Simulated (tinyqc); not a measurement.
Shallow acceptor in the spherical four-band model: sweeps and comparisons. A value that a table varies takes the place of the one given here.

The ground state 1S3/2 has an L = 0 part f(r) and an L = 2 part g(r). In units of Ry* and a*, with Gaussians f_i = exp(-a_i r^2), g_i = r^2 exp(-a_i r^2), A = a_i + a_j and I(n) = Gamma((n + 1)/2)/(2 A^((n + 1)/2)): S_ff = I(2), S_gg = I(6), H_ff = (6 a_i a_j/A) I(2) - 2 I(1), H_gg = (14 a_i a_j/A) I(6) - 2 I(5), H_fg = -mu [15 I(2) - 20 a_j I(4) + 4 a_j^2 I(6)]; each function is then normalised. The split-off band is left out.

Converged values use 22 exponents 2.2^i, i = -7 to 14, for f and for g.

Units Ry* = Ry/(g1 eps^2) and a* = a0 eps g1; mu = (6 g3 + 4 g2)/(5 g1) is the spherical heavy-light coupling and delta = (g3 - g2)/g1 the cubic term, which is left out.

Constants: Ry = 13.60569312 eV; a0 (Bohr radius) = 0.5291772105 angstrom.

Inputs chosen for the exercise (near those of a shallow acceptor in Si, where the small spin-orbit splitting and strong warping make this model rough; shifted at random, so the results belong to these values and not to a real crystal):
- mus = (0.13, 0.37, 0.44, 0.67, 0.75, 0.85, 0.87) (couplings)
- rc = 1.2 angstrom (radius of the central cell)
- Vs = (3, 1, 0, -1, -2, -3, -4) eV (central-cell strengths)
- g1 = 4.26 (Luttinger gamma1)
- g2 = 0.34 (gamma2)
- g3 = 1.44 (gamma3)
- eps = 11.4 (dielectric constant)

## Strength of the heavy-light coupling

Ry* = 24.5754 meV

Converged values in Ry* and a*; the heavy-mass hydrogen model gives 1/(1 - mu).

Results:

| mu | binding (Ry*) | 1/(1 - mu) | ratio | L = 2 weight | <r> (a*) | binding (meV) |
|---|---|---|---|---|---|---|
| 0.13 | 1.015 | 1.149 | 0.883 | 0.007 | 1.481 | 25.0 |
| 0.37 | 1.142 | 1.587 | 0.720 | 0.059 | 1.340 | 28.1 |
| 0.44 | 1.215 | 1.786 | 0.681 | 0.084 | 1.271 | 29.9 |
| 0.67 | 1.727 | 3.030 | 0.570 | 0.203 | 0.933 | 42.4 |
| 0.75 | 2.145 | 4.000 | 0.536 | 0.259 | 0.766 | 52.7 |
| 0.85 | 3.309 | 6.667 | 0.496 | 0.341 | 0.513 | 81.3 |
| 0.87 | 3.758 | 7.692 | 0.488 | 0.359 | 0.455 | 92.3 |

What does this show, and why?

The binding starts as 1 + O(mu^2), 1.015 at mu = 0.13, since the coupling enters in second order, and reaches 3.76 at mu = 0.87. The ratio to the heavy-mass model falls from 0.88 to 0.49, towards about 0.44 as mu goes to 1: the bound hole is only partly heavy. The L = 2 weight grows to 0.36 and the radius shrinks by a factor 3.3.

## Central-cell correction

mu = 0.46948
a* = 25.699 angstrom

A short-range term V exp(-r^2/rc^2) is added (negative: attracts the hole); its elements are V S (A/(A + 1/rc^2))^(3/2) for f and ^(7/2) for g, in the same units.

Results:

| V (eV) | 1S binding (meV) | 2S binding (meV) | <r> (angstrom) | L = 2 weight |
|---|---|---|---|---|
| 3.0 | 29.9 | 8.30 | 32.7 | 0.096 |
| 1.0 | 30.5 | 8.36 | 32.1 | 0.096 |
| 0.0 | 30.8 | 8.40 | 31.8 | 0.096 |
| -1.0 | 31.2 | 8.45 | 31.4 | 0.097 |
| -2.0 | 31.6 | 8.50 | 31.1 | 0.097 |
| -3.0 | 32.0 | 8.55 | 30.6 | 0.097 |
| -4.0 | 32.5 | 8.61 | 30.2 | 0.098 |

What does this show, and why?

From V = 0 to -4 eV the 1S binding grows by 1.7 meV (6 %) and the 2S binding by 0.21 meV, so the chemical shift sits mainly in the ground state. A repulsion of 3 eV removes 0.9 meV. The slope is 0.52 meV per eV over the last step against 0.28 on the repulsive side, since attraction pulls the state into the cell; over this range the level stays shallow.

## What each parameter does

Converged values. Each row changes one parameter from the base and keeps the others.

Results:

| case | mu | Ry* (meV) | binding (meV) | <r> (angstrom) |
|---|---|---|---|---|
| base | 0.469 | 24.58 | 30.80 | 31.8 |
| g1 = 4.6 | 0.435 | 22.76 | 27.51 | 35.4 |
| g2 = 0.29 | 0.460 | 24.58 | 30.49 | 32.1 |
| g3 = 1.32 | 0.436 | 24.58 | 29.74 | 32.8 |
| eps = 12.3 | 0.469 | 21.11 | 26.46 | 34.3 |

How do the results move?

The largest shifts from the base row, up to three for each result and ties (the steps differ in size, so this ranks the rows, not the parameters). mu: g1 -0.035, g3 -0.034, g2 -0.009; unchanged at the printed digits by eps. Ry* (meV): eps -3.46, g1 -1.82; unchanged at the printed digits by g2 and g3. binding (meV): eps -4.34, g1 -3.29, g3 -1.06. <r> (angstrom): g1 +3.6, eps +2.5, g3 +1.0. g1 acts twice: it lowers Ry* and it lowers mu.

(tinyqc, `OMP_NUM_THREADS=1 python tinyqc.py 1250436 1250437 out.jsonl`, Intel(R) Xeon(R) Processor @ 2.30GHz, 1 thread, shared host, about 0.05 s.)
